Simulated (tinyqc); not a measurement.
# Space-charge-limited current with shallow traps: effects of single changes

One carrier type, drift only, an injecting contact at x = 0 (zero field) and thickness L. The share th = y/(1 + y), y = (Nc/Nt) exp(-Et/kB T), of the injected charge is free: J = q mu n F, eps0 eps_r dF/dx = q (n - n0)/th.

Inputs (values chosen for the exercise):

| symbol | value | unit | meaning |
|---|---|---|---|
| T | 300 | K | temperature |
| eps_r | 12.2 |  | relative permittivity |
| mu | 0.88 | cm^2/(V s) | mobility |
| L | 12000 | nm | thickness |
| Nc | 9.6e19 | cm^-3 | band density of states |
| Nt | 1e15 | cm^-3 | trap density |
| Et | 0.44 | eV | trap depth |
| n0 | 2.7e10 | cm^-3 | free carrier density in equilibrium |
| V | 3.7 | V | voltage |

Constants: q = 1.602176634e-19 C, kB = 1.380649e-23 J/K, Vt = kB T/q, eps0 = 8.8541878128e-14 F/cm where lengths are in cm. Results are converted to the units shown.

Each table varies one quantity; the others keep the values above.

## From ohmic to space-charge-limited current

Ohmic J = q n0 mu V/L; Mott-Gurney J = (9/8) th eps0 eps_r mu V^2/L^3; they cross at Vx = 8 q n0 L^2/(9 th eps0 eps_r); traps fill at V_TFL = q Nt L^2/(2 eps0 eps_r). Exact: with u = n0/n(L), w = -u - ln(1 - u) and v = -u - u^2/2 - ln(1 - u), V = (q n0 L^2/(th eps0 eps_r)) v/w^2 and J = q^2 n0^2 mu L/(th eps0 eps_r w).

From ohmic to space-charge-limited current:

| V (V) | J (A/cm^2) | ohmic (A/cm^2) | Mott-Gurney (A/cm^2) | d ln J/d ln V |
|---|---|---|---|---|
| 0.1 | 3.287e-7 | 3.172e-7 | 2.402e-8 | 1.037 |
| 0.23 | 7.968e-7 | 7.296e-7 | 1.270e-7 | 1.100 |
| 0.51 | 2.019e-6 | 1.618e-6 | 6.247e-7 | 1.253 |
| 1.1 | 5.746e-6 | 3.490e-6 | 2.906e-6 | 1.474 |
| 2.5 | 2.121e-5 | 7.931e-6 | 1.501e-5 | 1.697 |
| 5.6 | 8.890e-5 | 1.776e-5 | 7.532e-5 | 1.844 |
| 12 | 3.747e-4 | 3.807e-5 | 3.458e-4 | 1.922 |
| 27 | 0.001815 | 8.565e-5 | 0.001751 | 1.964 |
| 61 | 0.009082 | 1.935e-4 | 0.008937 | 1.984 |

Read the table: what changes, and by how much?

The local exponent rises from 1.04 to 1.98, passing from ohmic towards the square law around Vx = 1.32 V. In the last row J is 1.6 % above the Mott-Gurney value. For V = 61 the voltage exceeds half of V_TFL = 107 V, near which the traps fill and the current rises steeply beyond this model. For V = 0.1, 0.23, 0.51, 1.1, 2.5 the voltage is under 100 kB T/q, where diffusion would add more than a third of the Mott-Gurney current.

## Effect of the thickness

Same model as above.

Effect of the thickness:

| L (nm) | J (A/cm^2) | ohmic (A/cm^2) | Mott-Gurney (A/cm^2) | d ln J/d ln V |
|---|---|---|---|---|
| 2700 | 0.002926 | 5.217e-5 | 0.002886 | 1.987 |
| 4200 | 7.921e-4 | 3.354e-5 | 7.668e-4 | 1.968 |
| 6800 | 1.964e-4 | 2.071e-5 | 1.807e-4 | 1.919 |
| 11000 | 5.253e-5 | 1.280e-5 | 4.269e-5 | 1.808 |
| 17000 | 1.812e-5 | 8.285e-6 | 1.156e-5 | 1.622 |
| 27000 | 7.255e-6 | 5.217e-6 | 2.886e-6 | 1.352 |
| 44000 | 3.567e-6 | 3.201e-6 | 6.670e-7 | 1.125 |

What does the comparison show?

J falls from 0.00293 to 3.57e-6 A/cm^2, as L^(-2.96) between the first two rows and L^(-1.45) between the last two (space charge -3, ohmic -1). The thickness law marks a bulk-limited current; an electrode-limited one depends on V/L alone. For L = 2700 V exceeds half of V_TFL, which goes as L^2, so trap filling, left out here, would raise the current.

Range of the model: Diffusion and a field-dependent mobility are left out. With injecting contacts the diffusion current, about 4 pi^2 Vt th eps0 eps_r mu V/L^3, equals the Mott-Gurney current at V = 35 kB T/q (0.9 V at 300 K), so the drift-only result needs V well above that.

Computed by the program tinyqc: `OMP_NUM_THREADS=1 python tinyqc.py 2370034 2370035 out.jsonl`, one thread of a shared Intel Xeon 2.30GHz, about 0.01 s for the whole run.
